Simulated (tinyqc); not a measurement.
Harmonic transition-state theory with quantum, tunnelling and friction corrections: one step, computed by the program tinyqc.

One atom hops between equivalent sites; three modes at the minimum and two real modes at the saddle are treated as harmonic, the rest of the crystal as unchanged; melting is ignored, so hot rows may lie above the melting point.

Question. Classical rate and diffusivity. Vineyard: nu* = product of minimum frequencies / product of real saddle frequencies; k_cl = nu* exp(-E_b/(k_B T)). Activation entropy S = k_B ln(nu* h/(k_B T)); for uncorrelated jumps D = z k d^2/6 and D0 = z nu* d^2/6; 1 angstrom^2 = 1e-16 cm^2.

Inputs (values chosen for the exercise, modelled on a vacancy in silicon):
```
quantity                     value      unit
barrier E_b                  0.408        eV
temperature T                  194         K
jump length d                 2.35  angstrom
number of jump directions z      4         -
```

Lattice of sites: three-dimensional.

frequencies at the minimum (THz): 7.22  7.78  10.7

real frequencies at the saddle (THz): 8.86  10.1

Constants: k_B = 8.617333262e-05 eV/K; h x 1 THz = 4.135667696 meV.

Give: prefactor nu*; classical rate k_cl; activation entropy in the Eyring form; classical diffusivity D; prefactor D0.

Answer.

prefactor nu* = 6.717 THz

classical rate k_cl = 169.1 1/s

activation entropy in the Eyring form = 0.5078 k_B

classical diffusivity D = 6.224e-14 cm^2/s

prefactor D0 = 0.002473 cm^2/s

Caution: h nu exceeds k_B T, so zero-point and tunnelling corrections to the classical rate matter.
